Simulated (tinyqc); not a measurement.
Tersoff bond-order potential: one step, computed by the program tinyqc.

E = (1/2) sum_(i, j != i) [A exp(-lambda r_ij) - b_ij B exp(-mu r_ij)], b_ij = (1 + (beta zeta_ij)^n)^(-1/(2n)), zeta_ij = sum_(k != i, j) g(theta_ijk), g = 1 + c^2/d^2 - c^2/(d^2 + (h - cos theta)^2), with theta at atom i. Only nearest neighbours count (cut-off function 1 for them, 0 beyond).

Problem. Unrelaxed vacancy. Each of the four neighbours loses one bond; its three other bonds now have zeta = 2 g, for the direction that starts at it. E_v = -E + 12 x (1/2)(b(3g) - b(2g)) B exp(-mu r), where -E is the pair-like cost.

Inputs (values chosen for the exercise, modelled on carbon):

| quantity | value | unit |
|---|---|---|
| B | 339.89 | eV |
| mu | 2.2119 | 1/angstrom |
| beta | 1.65e-07 | - |
| n | 0.7229 | - |

zeta = 742146.5

energy per atom of the diamond lattice = -6.607441 eV

bond order b = 0.8719337

bond length = 1.578264 angstrom

Give: b(2g); unrelaxed vacancy energy E_v.

Solution.

b(2g) = 0.9006

unrelaxed vacancy energy E_v = 4.827 eV

Stronger back bonds return 1.780 eV, so E_v is 73 % of the cohesive energy.
